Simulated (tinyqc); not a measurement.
The diagram with and without ligand: potential-pH (Pourbaix) lines of a metal, its cation, its oxide and an oxyanion, with a complexing ligand. Computed by tinyqc, a small Python program. Command: `OMP_NUM_THREADS=1 python tinyqc.py 3029296 3029297 out.jsonl pourb walk`. One thread of a shared host (Intel(R) Xeon(R) Processor @ 2.30GHz), about 0.01 s of CPU time with the checks.

Potentials are against the standard hydrogen electrode; solids and water have unit activity; dG_f of M, H+ and the electron is zero; F = e N_A and s = R T ln(10)/F. The cation carries z = 2.

Inputs (values chosen for the exercise, modelled on tin):
```
quantity                                      value    unit
dG_f of the cation                           -27.72  kJ/mol
dG_f of the oxide                           -251.67  kJ/mol
dG_f of the oxyanion                         -308.6  kJ/mol
dG_f of water                               -237.14  kJ/mol
temperature T                                298.15       K
log10 of the dissolved activity a                -6       -
log10 of the stability constant beta of ML      6.9       -
pKa of HL                                       6.6       -
total ligand c_L                              0.095   mol/L
```

Species: M, M2+, MO, MO2(2-).

Constants: R = 8.314462618 J/(mol K); e = 1.602176634e-19 C; N_A = 6.02214076e+23 1/mol.

Method. M2+ + 2e = M; MO + 2H+ + 2e = M + H2O; MO2(2-) + 4H+ + 2e = M + 2H2O. For each, E0 = -dG/(z F), and E = E0 + (s/z) log10 a - (s n_H/z) pH, with no activity term for the oxide. The free ligand is c_L/(1 + 10^(pKa - pH)) (ligand in excess); dissolved metal is a in all, so the free cation is a/alpha, alpha = 1 + beta [L]; the cation line drops by (s/z) log10 alpha.

E0 (V): cation -0.143649, oxide -0.075296, oxyanion 0.858576

s = 0.0591593 V

Lines against the metal (V); the species with the lowest line is stable above it:
```
pH    cation     oxide  oxyanion  stable above  cation with ligand  stable above, ligand
0   -0.32113  -0.07530   0.68110        cation            -0.32336             dissolved
2   -0.32113  -0.19362   0.44446        cation            -0.35958             dissolved
4   -0.32113  -0.31193   0.20782        cation            -0.41806             dissolved
5   -0.32113  -0.37109   0.08950         oxide            -0.44734             dissolved
6   -0.32113  -0.43025  -0.02881         oxide            -0.47436             dissolved
7   -0.32113  -0.48941  -0.14713         oxide            -0.49068             dissolved
8   -0.32113  -0.54857  -0.26545         oxide            -0.49449                 oxide
9   -0.32113  -0.60773  -0.38377         oxide            -0.49494                 oxide
10  -0.32113  -0.66689  -0.50209         oxide            -0.49498                 oxide
12  -0.32113  -0.78521  -0.73873         oxide            -0.49499                 oxide
14  -0.32113  -0.90353  -0.97536      oxyanion            -0.49499              oxyanion
```

Without ligand the oxide holds 7 of the eleven rows (pH 5 to 12), with it 4 (pH 8, 9, 10, 12). The ligand acts once beta [L] exceeds 1, from pH = pKa - log10(beta c_L) = 0.7 on; its line then falls by at most s/z per pH unit and flattens beyond pKa, 0.174 V below the free cation at most. The oxide line falls faster, by s per pH unit, so the oxide takes over again at higher pH.

Extremes, crossings and ranges named in words are read from the listed rows.
